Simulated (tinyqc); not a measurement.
Two-mode optical phonons of a ternary alloy from two coupled oscillators: one step, computed by the program tinyqc. Command: `OMP_NUM_THREADS=1 python tinyqc.py 3018310 3018311 out.jsonl twomode walk`. One thread of a shared host (Intel(R) Xeon(R) Processor @ 2.30GHz), about 0.01 s of CPU time with the checks.

An alloy A(x)B(1-x)C has an A-C and a B-C bond oscillator. Each TO frequency moves linearly from the impurity mode (dilute end) to the TO of the pure crystal; each strength is proportional to the number of bonds.

Task: The two oscillators. omega_1 = (impurity mode of A) + x (omega_TO,AC - impurity mode of A); omega_2 = (impurity mode of B) + (1 - x)(omega_TO,BC - impurity mode of B); eps_inf = x eps_AC + (1 - x) eps_BC; strengths W_1 = x eps_AC (omega_LO,AC^2 - omega_TO,AC^2), W_2 = (1 - x) eps_BC (omega_LO,BC^2 - omega_TO,BC^2).

Inputs (values chosen for the exercise, modelled on In(x)Ga(1-x)As, with A-C the InAs-like and B-C the GaAs-like bond):
```
quantity                  value  unit
omega_TO of pure AC       217.8  1/cm
omega_LO of pure AC       239.2  1/cm
omega_TO of pure BC       266.2  1/cm
omega_LO of pure BC       293.5  1/cm
eps_inf of AC              12.4     -
eps_inf of BC              10.8     -
impurity mode of A in BC  233.8  1/cm
impurity mode of B in AC  246.8  1/cm
fraction x of A            0.26     -
```

Give: omega_1 (A-C, TO); omega_2 (B-C, TO); eps_inf; W_1; W_2.

Result:

omega_1 (A-C, TO) = 229.64 1/cm

omega_2 (B-C, TO) = 261.156 1/cm

eps_inf = 11.216

W_1 = 31530 1/cm^2

W_2 = 1.2212e+05 1/cm^2
